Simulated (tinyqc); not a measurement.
Gaps against pressure: band gaps under pressure and temperature from deformation potentials.

Murnaghan: V/V0 = (1 + Bp P/B0)^(-1/Bp), B0 = (C11 + 2 C12)/3. Each gap moves by a ln(V/V0) with its volume potential a, and falls with temperature by aV T^2/(T + bV) (Varshni); the two effects are added. No change of phase is considered.

Inputs chosen for the exercise (near those of Ge, the X and L potentials typical of such crystals; not measured data):
- Eg = 0.896 eV (gap at Gamma to the s-like level at 0 K, 0 GPa)
- EgX = 0.931 eV (gap to X at 0 K, 0 GPa)
- EgL = 0.741 eV (gap to L at 0 K, 0 GPa)
- C11 = 129.3 GPa
- C12 = 47.3 GPa
- Bp = 3.89 (pressure derivative of the bulk modulus)
- aG = -9.53 eV (volume potential of the Gamma gap)
- aX = 1.82 eV (volume potential of the X gap)
- aL = -3.5 eV (volume potential of the L gap)
- aV = (0.561, 0.454, 0.471) meV/K (Varshni alpha of Gamma, X, L)
- bV = (281, 242, 235) K (Varshni beta of Gamma, X, L)
- T = 500 K (temperature)

The last column is the linear form E0 + c1 P for Gamma, c1 = -aG/B0.

Gaps (eV):

| P (GPa) | ln(V/V0) | Gamma | X | L | lowest | Gamma, linear |
|---|---|---|---|---|---|---|
| 0.00 | 0.0000 | 0.716 | 0.778 | 0.581 | L | 0.716 |
| 1.25 | -0.0162 | 0.871 | 0.749 | 0.638 | L | 0.876 |
| 2.50 | -0.0315 | 1.016 | 0.721 | 0.691 | L | 1.036 |
| 3.75 | -0.0459 | 1.154 | 0.695 | 0.741 | X | 1.195 |
| 5.00 | -0.0595 | 1.284 | 0.670 | 0.789 | X | 1.355 |
| 7.50 | -0.0848 | 1.525 | 0.624 | 0.878 | X | 1.674 |
| 8.75 | -0.0966 | 1.637 | 0.602 | 0.919 | X | 1.834 |
| 10.00 | -0.1078 | 1.744 | 0.582 | 0.958 | X | 1.993 |

Give the missing row, P (GPa) = 6.25.

Computed row:
```
P (GPa)  ln(V/V0)  Gamma      X      L  lowest  Gamma, linear
6.25      -0.0725  1.407  0.646  0.835       X          1.514
```

Over 10 GPa Gamma moves by +1.028, L by +0.377 and X by -0.196 eV. The lowest valley changes: L to X between 2.50 and 3.75 GPa, and the fundamental gap peaks at 0.695 eV on these points. The linear form overshoots by 249 meV at the end, because the crystal stiffens; the gap is linear in ln V, not in P.

Program tinyqc; command `OMP_NUM_THREADS=1 python tinyqc.py 1050247 1050248 out.jsonl`; about 0.01 s on one thread of a shared Intel(R) Xeon(R) Processor @ 2.30GHz.
